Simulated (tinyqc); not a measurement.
# Frequency dispersion of an accumulation capacitance by border traps, distributed model: effects of single changes

Traps spread evenly through the insulator exchange electrons with the semiconductor by tunnelling, with tau(x) = t0 exp(2 ka x) at depth x from the interface. The admittance per area Y seen at depth x obeys dY/dx = -Y^2/(i w eps0 eox) + q Nb ln(1 + i w tau)/tau, with Y(0) = i w Cs and w = 2 pi f; the gate sees Y(tox) = G + i w C. Working variable y = Y/(i w), in uF/cm^2. Cox = eps0 eox/tox.

Values chosen for this exercise; permittivity close to that of aluminium oxide: relative permittivity of the insulator eox = 8.87; insulator thickness tox = 5.5 nm; semiconductor capacitance in accumulation Cs = 1.4 uF/cm^2; density of border traps Nb = 5.3e19 cm^-3 eV^-1; decay constant of the wave function in the insulator ka = 3.1 1/nm; time constant of a trap at the interface t0 = 8e-9 s; frequency f = 1e6 Hz.

Constants: q = 1.602176634e-19 C, eps0 = 8.8541878128e-14 F/cm where lengths are in cm. Results are converted to the units shown.

Each table varies one quantity; the others keep the values above.

## Capacitance and loss against frequency

Cox; trap-free value 1/(1/Cox + 1/Cs); response depth d = ln(1/(w t0))/(2 ka), where w tau = 1; lumped estimate: all traps within d act as C_bt = q Nb d placed at d/2, so C = 1/{1/[1/(1/Cs + d/(2 eps0 eox)) + C_bt] + (tox - d/2)/(eps0 eox)}. C and G from a fine integration; dispersion -d C/d log10 f over C, from f times and over 1.1. For a broad spread of time constants G/w is close to -(pi/2) dC/d ln w.

The same in every row: trap-free C (uF/cm^2) = 0.7069.

Capacitance and loss against frequency:
```
f (Hz)	d (nm)	C (uF/cm^2)	G/w (uF/cm^2)	dispersion (% a decade)	-(pi/2) dC/d ln w (uF/cm^2)	lumped C (uF/cm^2)
10	2.339	1.231	0.06142	7.287	0.06119	1.150
100	1.968	1.145	0.05657	7.218	0.05637	1.082
1000	1.596	1.065	0.05305	7.276	0.05286	1.014
10000	1.225	0.9893	0.05074	7.492	0.05056	0.9464
1e5	0.8537	0.9161	0.04964	7.919	0.04949	0.8775
1e6	0.4823	0.8435	0.04942	8.662	0.04984	0.8062
1e7	0.1109	0.7697	0.04511	9.432	0.04952	0.7306
```

C falls from 1.231 to 0.7697 uF/cm^2, towards the trap-free 0.7069; each decade of frequency removes ln 10/(2 ka) = 0.371 nm from the response depth. The dispersion goes from 7.29 through a minimum of 7.22 (at f = 100 Hz among the rows listed) to 9.43 % a decade and G/w falls from 0.0614 to 0.0451 uF/cm^2. G/w lies between 0.911 and 1.00 times -(pi/2) dC/d ln w, the relation for a broad spread of time constants.

## Effect of the decay constant of the wave function in the insulator

Same model as above.

The same in every row: trap-free C (uF/cm^2) = 0.7069.

Effect of the decay constant of the wave function in the insulator:
```
ka (1/nm)	d (nm)	C (uF/cm^2)	G/w (uF/cm^2)	dispersion (% a decade)	-(pi/2) dC/d ln w (uF/cm^2)	lumped C (uF/cm^2)
2.5	0.5981	0.8763	0.06107	10.27	0.06142	0.8288
3.2	0.4673	0.8393	0.04792	8.444	0.04835	0.8032
3.9	0.3834	0.8156	0.03961	7.193	0.04003	0.7865
4.6	0.3250	0.7992	0.03382	6.275	0.03421	0.7748
5.3	0.2821	0.7872	0.02954	5.569	0.02991	0.7661
6	0.2492	0.7779	0.02624	5.008	0.02658	0.7594
6.7	0.2232	0.7705	0.02361	4.551	0.02392	0.7540
7.4	0.2021	0.7646	0.02146	4.171	0.02176	0.7497
```

As ka goes from 2.5 to 7.4, C falls from 0.876 to 0.765 uF/cm^2, the dispersion falls from 10.3 to 4.17 % a decade and G/w falls from 0.0611 to 0.0215 uF/cm^2. The lumped estimate is 5.4 % below C in the first row and 2.0 % below it in the last.

Program tinyqc, `OMP_NUM_THREADS=1 python tinyqc.py 2202036 2202037 out.jsonl`; Intel Xeon 2.30GHz, shared host, one thread, about 0.4 s.
